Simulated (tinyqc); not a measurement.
Ideality from Voc and Vmp.

Inverse problem. An ideal cell J = Jsc - J0 (exp(V/(n Vt)) - 1) has exp((Voc - Vmp)/(n Vt)) = 1 + Vmp/(n Vt) at maximum power. Find n, J0 and FF.

Values chosen for this exercise:
```
symbol  value  unit      meaning
T         300     K  temperature
```

Constants: q = 1.602176634e-19 C, kB = 1.380649e-23 J/K, Vt = kB T/q. Results are converted to the units shown.

Jsc = 411 mA/cm^2
Voc = 0.68012530 V
Vmp = 0.57182524 V

Solution. With a = n Vt, a ln(1 + Vmp/a) rises steadily with a, so Voc - Vmp fixes it; J0 follows from Voc.

n = 1.530
J0 = 1.400e-8 A/cm^2
FF = 0.7864

Numbers from tinyqc (`OMP_NUM_THREADS=1 python tinyqc.py 2280126 2280127 out.jsonl`; about 0.01 s on one thread of a shared Intel Xeon 2.30GHz).
